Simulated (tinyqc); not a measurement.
Band offsets of oxides on a semiconductor by the charge-neutrality-level model: one step of the calculation.

Each material has a charge-neutrality level at the depth Phi = chi + Eg - CNL below vacuum. For oxide B on semiconductor A, dEc = (chiA - PhiA) - (chiB - PhiB) + S (PhiA - PhiB), dEv = EgB - EgA - dEc, with the pinning factor S = 1/(1 + 0.1 (eps_inf - 1)^2) of the oxide. S = 1 is the affinity rule, S = 0 aligns the two levels.

Task. One oxide. Depths of both levels, S and the two offsets.

Inputs (values chosen for the exercise); substrate values close to those of silicon: gap of the semiconductor EgA = 1.1 eV; its electron affinity chiA = 4.15 eV; its charge-neutrality level above the valence edge cA = 0.29 eV.

oxide values (close to hafnium oxide): Eg (eV) 5.86, chi (eV) 2.35, CNL (eV) 3.68, eps_inf 4.08

Wanted: PhiA; PhiB; S; dEc; dEv.

Result.

PhiA = 4.960 eV
PhiB = 4.530 eV
S = 0.5132
dEc = 1.591 eV
dEv = 3.169 eV

The limits are dEc = 1.80 eV (S = 1) and 1.37 eV (S = 0).

Range of the model: The model ignores the chemistry of the actual interface, which can move offsets by several tenths of an eV.

tinyqc, about 0.01 s, one thread, Intel Xeon 2.30GHz (shared host): `OMP_NUM_THREADS=1 python tinyqc.py 2410159 2410160 out.jsonl`
